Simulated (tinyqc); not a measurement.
## Doping and voltage from widths and field

Question. In the depletion approximation an abrupt p-n junction has a triangular field: peak E = q Nd xn/(eps0 eps_r) = q Na xp/(eps0 eps_r), W = xn + xp, and Vbi - V = E W/2. Find Nd, Na and Vbi - V.

Inputs (values chosen for the exercise): relative permittivity eps_r = 11.2.

Constants: q = 1.602176634e-19 C, eps0 = 8.8541878128e-14 F/cm where lengths are in cm. Results are converted to the units shown.

W = 76.225734 nm
peak field = 538.79470 kV/cm
xn = 59.551354 nm

Answer. Gauss's law on each side gives its doping from the peak field and its width; the voltage is the area of the triangle.

Nd = 5.600e17 cm^-3
Na = 2.000e18 cm^-3
Vbi - V = 2.054 V

Numbers from tinyqc (`OMP_NUM_THREADS=1 python tinyqc.py 2000097 2000098 out.jsonl`; about 0.02 s on one thread of a shared Intel Xeon 2.30GHz).
